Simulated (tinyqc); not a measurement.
Bandgap voltage reference from two bipolar transistors: effect of the output resistor at T0.

Two transistors of area 1 and N carry the same current I. Is(T) = Is (T/T0)^eta exp[(Vg0 q/kB)(1/T0 - 1/T)], VBE1 = Vt ln(I/Is(T)) + I rb, VBE2 = Vt ln(I/(N Is(T))) + I rb/N. The amplifier forces I R1(T) = VBE1 - VBE2 + Vos, with R(T) = R (1 + tc (T - T0)) for both resistors, and the output is Vref = VBE1 + I R2(T). Base currents and the Early effect are neglected.

Vt = kB T/q; I = (Vt ln N + Vos)/(R1(T) - rb (1 - 1/N)). Box coefficient: span of Vref between 233 and 398 K over its average over T and over 165 K. The last column is the R2 that gives zero slope at T0.

Inputs (values chosen for the exercise); values of the order met in silicon bipolar transistors:
- T0 = 323 K (reference temperature)
- Vg0 = 1.195 V (band-gap voltage extrapolated to 0 K)
- eta = 3.2 (temperature exponent of the saturation current)
- Is = 4.1e-18 A (saturation current of the unit transistor at T0)
- N = 4 (area ratio of the second transistor)
- R1 = 8.9 kohm (resistor across which the difference of VBE falls, at T0)
- tc = 0 ppm/K (temperature coefficient of both resistors)
- Vos = 0 mV (offset of the amplifier)
- rb = 0 ohm (series resistance of the unit transistor)

Constants: q = 1.602176634e-19 C, kB = 1.380649e-23 J/K. Results are converted to the units shown.

Effect of the output resistor at T0:

| R2 (kohm) | I at T0 (uA) | Vref at T0 (V) | slope at T0 (uV/K) | box coefficient (ppm/K) | R2 for zero slope (kohm) |
|---|---|---|---|---|---|
| 103 | 4.336 | 1.217 | -120.9 | 93.81 | 112.0 |
| 106.4 | 4.336 | 1.232 | -75.23 | 55.67 | 112.0 |
| 109.8 | 4.336 | 1.247 | -29.59 | 21.71 | 112.0 |
| 112 | 4.336 | 1.256 | -0.06440 | 12.69 | 112.0 |
| 114.2 | 4.336 | 1.266 | 29.47 | 29.07 | 112.0 |
| 117.6 | 4.336 | 1.280 | 75.10 | 63.92 | 112.0 |
| 121 | 4.336 | 1.295 | 120.7 | 98.48 | 112.0 |

As R2 goes from 103 to 121, Vref rises from 1.217 to 1.295 V and the box coefficient goes from 93.8 through a minimum of 12.7 (at R2 = 112 among the rows listed) to 98.5 ppm/K. One per cent in R2 moves the slope by 15.0 uV/K.

Computed by the program tinyqc: `OMP_NUM_THREADS=1 python tinyqc.py 2062169 2062170 out.jsonl`, one thread of a shared Intel Xeon 2.30GHz, about 0.02 s for the whole run.
